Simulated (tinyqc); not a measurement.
Splitting and spin direction around the circle: two-dimensional electron gas with Rashba and Dresselhaus coupling.

H = c k^2/m + al (ky sx - kx sy) + b1 (kx sx - ky sy) + gam kx ky (kx sy - ky sx), s the Pauli matrices, x = [100], c = hbar^2/2m0, b1 = gam (pi/L)^2 (hard walls). H = c k^2/m + B.s, so E = c k^2/m -/+ |B| and the lower state has its spin along -B.

Constants: hbar^2/2m0 = 3.80998211 eV angstrom^2.

Values chosen for the exercise (of the size met in GaAs; the results hold for these values, not for the real material): m = 0.0635 m0 (mass); al = 0.013 eV angstrom (Rashba constant); gam = 13 eV angstrom^3 (bulk Dresselhaus constant); L = 167 angstrom (width of the (001) well); n = 14 1e11/cm^2 (sheet density (one subband filled)).

At |k| = k0 = sqrt(2 pi n), 1e11/cm^2 = 1e-5/angstrom^2.

Around the circle:

| phi (deg) | Bx (meV) | By (meV) | splitting (meV) | lower spin (deg) |
|---|---|---|---|---|
| 0.0 | 0.1364 | -0.3856 | 0.8180 | 109.5 |
| 22.5 | 0.2277 | -0.2976 | 0.7495 | 127.4 |
| 45.0 | 0.2492 | -0.2492 | 0.7049 | 135.0 |
| 67.5 | 0.2976 | -0.2277 | 0.7495 | 142.6 |
| 90.0 | 0.3856 | -0.1364 | 0.8180 | 160.5 |
| 112.5 | 0.4148 | 0.0674 | 0.8404 | -170.8 |
| 135.0 | 0.2961 | 0.2961 | 0.8374 | -135.0 |
| 157.5 | 0.0674 | 0.4148 | 0.8404 | -99.2 |

The splitting runs from 0.7049 meV at 45 to 0.8404 meV at 157.5 degrees. Along [110] it is 2 k |al + b1 - 2 b3| and along [-110] 2 k |al - b1 + 2 b3|, b3 = gam k^2/4. From 0 to 90 degrees the spin turns with k (+51 degrees), the sense of the Rashba term.

Computed by tinyqc, a small Python program: `OMP_NUM_THREADS=1 python tinyqc.py 1452826 1452827 out.jsonl` (the numbers bound the seed that draws the inputs); one thread of a shared host (Intel(R) Xeon(R) Processor @ 2.30GHz), about 0.01 s for the whole set of steps.
